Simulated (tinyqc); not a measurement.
Square lattice in a magnetic field (Harper-Hofstadter model), step by step. Values are carried at full precision from step to step, so a last printed digit may differ when a step is redone from the rounded ones.

Constants: h/e = 413566.7697 T angstrom^2.

Inputs chosen for the exercise: p = 1 (flux per plaquette p/q, in units of h/e); q = 3; a = 400 angstrom (period); tx = 0.5 meV (hopping along x); ty = 0.5 meV (hopping along y); k = (0.852, 0.862) (kx, ky).

## The field behind the flux

B = (p/q)(h/e)/a^2, and the field for one flux quantum a cell.

B = 0.8616 T
field for one quantum = 2.585 T

## The Harper matrix

Landau gauge, lattice period 1: the magnetic cell has q sites j = 0 to q - 1 along x. H_jj = -2 ty cos(ky + 2 pi p j/q), H_(j,j+1) = -tx, and the bond from q - 1 back to 0 is H_(q-1,0) = -tx exp(i q kx). The levels depend on k only through cos(q kx) and cos(q ky), so the band edges lie at (0, 0) and (pi/q, pi/q).

Fill it in at the given k.

H(k) (meV):
```
                0        1               2
0         -0.6509  -0.5000  0.4167+0.2763i
1         -0.5000   0.9829         -0.5000
2  0.4167-0.2763i  -0.5000         -0.3320
```

## Levels at that k

Diagonalise; the trace is a check.

levels (meV): -1.0481  -0.2982  1.3463

trace = 0.0000 meV

## Band edges

Diagonalise at (0, 0) and (pi/q, pi/q).

Bands (meV):
```
band   bottom      top   width  gap above
1     -1.3660  -1.0000  0.3660     0.6340
2     -0.3660   0.3660  0.7321     0.6340
3      1.0000   1.3660  0.3660          -
```

The bands cover 1.464 meV of the zero-field width 4 (tx + ty) = 4.0 meV.

## Hall conductance of the gaps

Gap r (r bands filled) has sigma_xy = t_r e^2/h in size and relative sign, where r = q s_r + p t_r with integers and |t_r| <= q/2; the Chern number of band r is t_r - t_(r-1), with t_0 = t_q = 0.

Integers:
```
r  t_r  s_r  Chern number of band r
1    1    0                       1
2   -1    1                      -2
3    0    1                       1
```

The first gap carries t = 1; a single Landau level would carry 1.

## Checks

- Size of the Chern number of band 1 from plaquette phases against the integer equation: both 1.00.

Program tinyqc; command `OMP_NUM_THREADS=1 python tinyqc.py 1252691 1252692 out.jsonl`; about 0.02 s on one thread of a shared Intel(R) Xeon(R) Processor @ 2.30GHz.
